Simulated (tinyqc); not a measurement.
Comparisons within one model: special k points of the fcc lattice. A value that a table varies takes the place of the one given here.

Lattice vectors in units of a: a1 = (0, 1/2, 1/2), a2 = (1/2, 0, 1/2), a3 = (1/2, 1/2, 0); reciprocal vectors b_i with a_i . b_j = 2 pi delta_ij. Mesh: k = sum_i f_i b_i with f_i = (2 j_i + shift)/(2 N), j_i = 0 .. N-1. The point group of the lattice has 48 operations; only those that map the mesh onto itself are used.

A_m(k) = sum over the m-th star of lattice vectors R of cos(k . R), stars in order of length: m = 1: |R|^2 = 0.5, 12 vectors, such as (1, 0, 0) in the basis a_i; m = 2: |R|^2 = 1, 6 vectors, such as (1, 1, -1) in the basis a_i; m = 3: |R|^2 = 1.5, 24 vectors, such as (2, 0, -1) in the basis a_i; m = 4: |R|^2 = 2, 12 vectors, such as (2, 0, 0) in the basis a_i; m = 5: |R|^2 = 2.5, 24 vectors, such as (2, 1, -1) in the basis a_i; m = 6: |R|^2 = 3, 8 vectors, such as (3, -1, -1) in the basis a_i. The zone mean of every A_m is zero.

Test function, the lower band of a two-band insulator: E(k) = -sqrt(D^2 + (e0 - t A_1(k))^2).

Inputs chosen for the exercise (the lattice of Si, GaAs, Cu and Al; not measured data):
- D = 1.75 eV (half gap term)
- t = 0.27 eV (coupling)
- e0 = 0.99 eV (offset)
- N = 2 (points along each reciprocal vector)
- shift = 1 (half steps)

## Mesh size and shift

Errors of the mean of E against the unshifted mesh with N = 24. The fifth column is |R|^2 of the shortest star with a non-zero mean.

Meshes:

| mesh | points | irreducible | operations | \|R\|^2 missed | error (meV) |
|---|---|---|---|---|---|
| 1 Gamma | 1 | 1 | 48 | 0.50 | -653.603 |
| 1 shifted | 1 | 1 | 12 | 1.00 | 186.214 |
| 2 Gamma | 8 | 3 | 48 | 2.00 | -181.258 |
| 2 shifted | 8 | 2 | 12 | 4.00 | -11.542 |
| 3 Gamma | 27 | 4 | 48 | 4.50 | 7.437 |
| 3 shifted | 27 | 6 | 12 | 9.00 | 0.981 |
| 4 Gamma | 64 | 8 | 48 | 8.00 | -0.005 |
| 4 shifted | 64 | 10 | 12 | 16.00 | -0.100 |
| 5 Gamma | 125 | 10 | 48 | 12.50 | -0.221 |
| 5 shifted | 125 | 19 | 12 | >16 | 0.013 |
| 6 Gamma | 216 | 16 | 48 | >16 | 0.062 |
| 6 shifted | 216 | 28 | 12 | >16 | -0.002 |

reference mean = -2.19684 eV

The shifted mesh has the smaller error for 5 of 6 values of N and the larger for 1. The cheapest mesh within 1 meV is 3 shifted, with 6 irreducible points. A mesh misses the lattice vectors N (n1 a1 + n2 a2 + ...); the half shift gives each the sign (-1)^(n1 + n2 + ...), so the 12 shortest ones add up to 0 in place of 12: they cancel. The shift lowers the symmetry; it leaves more irreducible points for N = 3, 4, 5 and 6; it leaves fewer irreducible points for N = 2.

## Gap and mesh density

D takes the values listed; errors against the unshifted mesh with N = 30, for unshifted meshes.

Errors (meV):

| D (eV) | reference (eV) | N = 2 | N = 4 | N = 6 | N = 8 |
|---|---|---|---|---|---|
| 0.2 | -1.2581 | -309.099 | -3.935 | 8.125 | 1.206 |
| 0.4 | -1.3202 | -289.936 | -3.668 | 4.602 | 0.412 |
| 0.8 | -1.5161 | -250.981 | -1.666 | 1.187 | 0.039 |
| 1.5 | -1.9986 | -196.649 | -0.160 | 0.127 | -0.001 |
| 2.5 | -2.8373 | -144.771 | 0.115 | 0.009 | 0.000 |
| 4.0 | -4.2226 | -100.419 | 0.070 | 0.000 | 0.000 |

The first listed N from which the error stays below 0.5 meV is none for D = 0.2, 8 for D = 0.4, 8 for D = 0.8, 4 for D = 1.5, 4 for D = 2.5, 4 for D = 4 eV. A larger D makes the function smoother, so its Fourier coefficients fall faster with |R|; single entries change sign along a column, so a small error on one coarse mesh can be a cancellation.

## One point for the whole zone

The mean-value (Baldereschi) point is taken at k = (2 pi/a) (0.6223, 0.2953, 0), that is f = (0.1477, 0.3111, 0.4588); the reference is the mesh with N = 24.

Single points:

| point | A_1 | A_2 | A_3 | A_4 | E (eV) |
|---|---|---|---|---|---|
| Gamma | 12.000 | 6.000 | 24.000 | 12.000 | -2.8504 |
| mean-value point | 0.000 | 0.000 | -4.405 | -3.192 | -2.0106 |
| zone-face centre b1/2 | 0.000 | -6.000 | 0.000 | 12.000 | -2.0106 |

reference mean = -2.1968 eV

The mean-value point makes A_1 and A_2 vanish. Its error is +186 meV, against -654 meV at Gamma and +186 meV at b1/2. E is not linear in A_1; its powers hold sums of nearest vectors and a non-zero mean, so this point is not exact. A_1 has the same value at b1/2, and E depends on A_1 alone, so this test cannot tell the two points apart.

## What moves the zone average

Mean of E over the mesh, and its error against the unshifted mesh with N = 24. Each row changes one parameter from the base and keeps the others.

Results:

| case | mean (eV) | error (meV) | irreducible points |
|---|---|---|---|
| base | -2.2084 | -11.54 | 2 |
| N = 3 | -2.1959 | 0.98 | 6 |
| shift = 0 | -2.3781 | -181.26 | 3 |
| D = 1.225 eV | -1.8144 | -20.49 | 2 |
| t = 0.351 eV | -2.3445 | -28.97 | 2 |

The largest shifts from the base row, up to three for each result and ties (the steps differ in size, so this ranks the rows, not the parameters). mean (eV): D +0.3940, shift -0.1697, t -0.1362. error (meV): shift -169.72, t -17.42, N +12.52. irreducible points: N +4, shift +1; unchanged at the printed digits by D and t.

(tinyqc, `OMP_NUM_THREADS=1 python tinyqc.py 1681430 1681431 out.jsonl`, Intel(R) Xeon(R) Processor @ 2.30GHz, 1 thread, shared host, about 0.1 s.)
